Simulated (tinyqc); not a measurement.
## Thermal resistances of a two-die stack

Inverse problem. Heat leaves through the lower die only, and the system is linear. Find the resistance R1 from the lower die to the coolant, R2 between the dies, and the rise of the upper die when both are powered.

Values chosen for this exercise: power of the lower die P1 = 11 W; power of the upper die P2 = 9.4 W.

rises of the lower and upper die with only the lower one powered (K): 4.84  4.84
rises of the lower and upper die with only the upper one powered (K): 4.136  8.084

Solution. With only the lower die powered no heat crosses R2, so both dies rise by P1 R1; the difference in the second test is P2 R2; rises add.

R1 = 0.440 K/W
R2 = 0.420 K/W
rise of the upper die = 12.9 K

Program tinyqc, `OMP_NUM_THREADS=1 python tinyqc.py 2162247 2162248 out.jsonl`; Intel Xeon 2.30GHz, shared host, one thread, about 0.02 s.
